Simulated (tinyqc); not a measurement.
A ladder of methods, and size consistency: correlation methods against full CI in the 3-21g basis, for H2, spin multiplicity 1. Computed by the program tinyqc with PySCF. 

Geometry (angstrom):
```
atom       x       y       z
H     0.0000  0.0000  0.0000
H     0.0000  0.0000  0.7100
```

RHF energy of one = -1.122480 hartree

All electrons correlated; +Q is the Davidson correction (1 - c0^2) E_corr. The last columns treat two copies 100 angstrom apart as one system. FCI is the lowest singlet.

Correlation energies (hartree):
```
method   E_corr of one  share of FCI (%)  E_corr of two at 100 angstrom  two minus twice one (mhartree)
MP2          -0.017034           70.2021                      -0.034068                          0.0000
CISD         -0.024264          100.0000                      -0.047895                          0.6330
CISD+Q       -0.024590          101.3419                      -0.049126                          0.0533
CCSD         -0.024264          100.0000                      -0.048528                          0.0000
CCSD(T)      -0.024264          100.0000                      -0.048528                          0.0000
FCI          -0.024264          100.0000                              -                               -
```

MP2 recovers 70 %, CISD 100.0 % and CCSD 100.0 % of the FCI value (c0^2 = 0.987 in CISD). MP2 and coupled cluster are size consistent, so their last column vanishes; CISD loses 0.63 mhartree, since a double excitation on each copy is a quadruple of the pair, and the Davidson correction leaves +0.05. With two electrons, or one virtual orbital, CISD and CCSD are exact for one copy, so +Q overshoots there.
